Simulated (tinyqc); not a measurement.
# Worked calculation: deep-level transient spectroscopy

Program tinyqc, `OMP_NUM_THREADS=1 python tinyqc.py 2050021 2050022 out.jsonl`; Intel Xeon 2.30GHz, shared host, one thread, about 0.01 s. Printed values are rounded.

Schottky contact on an n-type layer with shallow donors Nd (all ionised) and a donor-like deep trap, neutral when filled and positive when empty; depletion approximation. Traps within lam of the depletion edge stay filled. A long pulse to Vp fills the traps beyond x1 = Wp - lam; back at Vr those between x1 and x2 = Wr - lam emit. A rate window reads S = C(t2) - C(t1).

Inputs (values chosen for the exercise); material values close to those of gallium nitride:

| symbol | value | unit | meaning |
|---|---|---|---|
| eps_r | 9.46 |  | relative permittivity |
| Nc | 2.31e18 | cm^-3 | conduction-band density of states at 300 K |
| vth | 2.7e7 | cm/s | thermal velocity at 300 K |
| Nd | 1.7e15 | cm^-3 | shallow donor density |
| Vbi | 1.4 | V | built-in voltage |
| Et | 0.7 | eV | depth of the trap below the conduction edge |
| sn | 9.1e-16 | cm^2 | capture cross-section |
| Nt | 1.2e14 | cm^-3 | trap density |
| Vr | 8.4 | V | reverse bias |
| Vp | 0.4 | V | reverse bias during the filling pulse |
| t1 | 2 | ms | first sampling time |
| t2 | 20 | ms | second sampling time |
| T | 416 | K | temperature of the transient |

Constants: q = 1.602176634e-19 C, kB = 1.380649e-23 J/K, eps0 = 8.8541878128e-14 F/cm where lengths are in cm. Results are converted to the units shown.

## Emission rate and rate window

Emission rate en = sn vth(T) Nc(T) exp(-Et/kB T) = sn g T^2 exp(-Et/kB T), g = vth Nc/(300 K)^2, as vth goes as T^0.5 and Nc as T^1.5 (degeneracy factor 1). For an exponential transient S peaks where en = ew = ln(t2/t1)/(t2 - t1).

g = 6.93e20 cm^-2 s^-1 K^-2
en = 361.0483 1/s
1/en = 2.769713 ms
ew = 127.9214 1/s

## Widths

lam = sqrt(2 eps0 eps_r (EF - ET)/(q Nd)), EF - ET = Et - (kB T/q) ln(Nc(T)/Nd), Nc(T) = Nc (T/300 K)^1.5. In the steady state at the band bending V, 2 eps0 eps_r V/q = Nd W^2 + Nt (W - lam)^2 (the second term only if W > lam). V = Vbi + Vr gives Wr and V = Vbi + Vp gives Wp; x1 = max(Wp - lam, 0).

lam = 510.5471 nm
Wr = 2403.055 nm
Wp = 1042.643 nm
x1 = 532.0962 nm
x2 = 1892.508 nm
G = (x2^2 - x1^2)/Wr^2 = 0.5711942

The rule Nt = 2 Nd |dC|/C assumes G = 1 and would understate Nt by a factor of about 1/G = 1.75 here (the limit of small Nt/Nd).

## The transient

t, sample 0 to 6 (ms): 0  1  2  11  20  40  100

W(t)^2 = Wr^2 + (Nt/Nd)(x2^2 - x1^2) exp(-en t), C = eps0 eps_r/W; for small Nt, dC/C = -(Nt/2 Nd) G exp(-en t) with G = (x2^2 - x1^2)/Wr^2. S = C(t2) - C(t1).

```
sample  C (nF/cm^2)  C - C(final) (pF/cm^2)
0          3.417376               -68.21282
1          3.437624               -47.96494
2          3.451950               -33.63854
3          3.484265                -1.32343
4          3.485537                -0.05137
5          3.485589                -0.00004
6          3.485589                 0.00000
```

S = 33.58717 pF/cm^2

## Step 1: peak temperature

T at the start = 300 K

Fixed-point step for en(T) = ew: T(new) = (Et q/kB)/ln(sn g T^2/ew), g = vth Nc/(300 K)^2.

T after step 1 = 407.9813 K

## Course of the iteration for the peak temperature

Start from 300 K; stop when T changes by less than 1e-8 K.

Course of the iteration:
```
step     T (K)  change (K)
1     407.9813         108
2     395.7595        12.2
3     396.9359        1.18
4     396.8208       0.115
5     396.8320      0.0112
6     396.8309     1.10e-3
7     396.8310     1.07e-4
8     396.8310     1.05e-5
9     396.8310     1.02e-6
10    396.8310     1.00e-7
11    396.8310     9.78e-9
```

Converged in 11 steps; each multiplies the error by -2 kB T/Et = -0.098.
